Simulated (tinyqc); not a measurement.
Metal gate on a two-layer dielectric stack with fixed charge and a dipole: two steps of the calculation.

Gate, layer 2, layer 1, p-type semiconductor; x runs from the gate inwards. Charges are counted in units of +q. psi is the band bending at the surface, positive towards inversion. Classical charge, Boltzmann statistics, no interface traps.

Values chosen for this exercise; band and dielectric values close to those of silicon, layer 1 close to silicon dioxide, layer 2 close to hafnium oxide: temperature T = 300 K; band gap Eg = 1.13 eV; relative permittivity eps_r = 11.7; conduction-band density of states at T Nc = 2.84e19 cm^-3; valence-band density of states at T Nv = 2.66e19 cm^-3; electron affinity chi = 4.06 eV; acceptor density Na = 8.7e16 cm^-3; work function of the gate metal pM = 4.42 eV; thickness of layer 1, next to the semiconductor t1 = 0.7 nm; relative permittivity of layer 1 e1 = 4.02; thickness of layer 2, next to the gate t2 = 3.5 nm; relative permittivity of layer 2 e2 = 22.4.

Constants: q = 1.602176634e-19 C, kB = 1.380649e-23 J/K, Vt = kB T/q, eps0 = 8.8541878128e-14 F/cm where lengths are in cm. Results are converted to the units shown.

Question 1. Equivalent thickness and work-function difference. EOT = 3.9 (t1/e1 + t2/e2), Cox = eps0/(t1/e1 + t2/e2); phi_ms = pM - (chi + Eg - Vt ln(Nv/Na)).

Wanted: EOT; Cox; share of layer 1 in the EOT; phi_ms.

Answer 1.

EOT = 1.288 nm
Cox = 2.680 uF/cm^2
share of layer 1 in the EOT = 52.71 %
phi_ms = -0.6221 V

Question 2. Threshold voltage. ni = sqrt(Nc Nv) exp(-Eg/(2 Vt)), Eg in volts, pB = Vt ln(Na/ni), Vth = Vfb + 2 pB + sqrt(4 q eps0 eps_r Na pB)/Cox.

Vfb = -0.64741291 V
Cox = 2.6800064 uF/cm^2

Find: ni; pB; depletion charge; Vth.

Answer 2.

ni = 8.8617e9 cm^-3
pB = 0.41621 V
depletion charge = 0.15505 uC/cm^2
Vth = 0.24286 V

Numbers from tinyqc (`OMP_NUM_THREADS=1 python tinyqc.py 2010106 2010107 out.jsonl`; about 0.01 s on one thread of a shared Intel Xeon 2.30GHz).
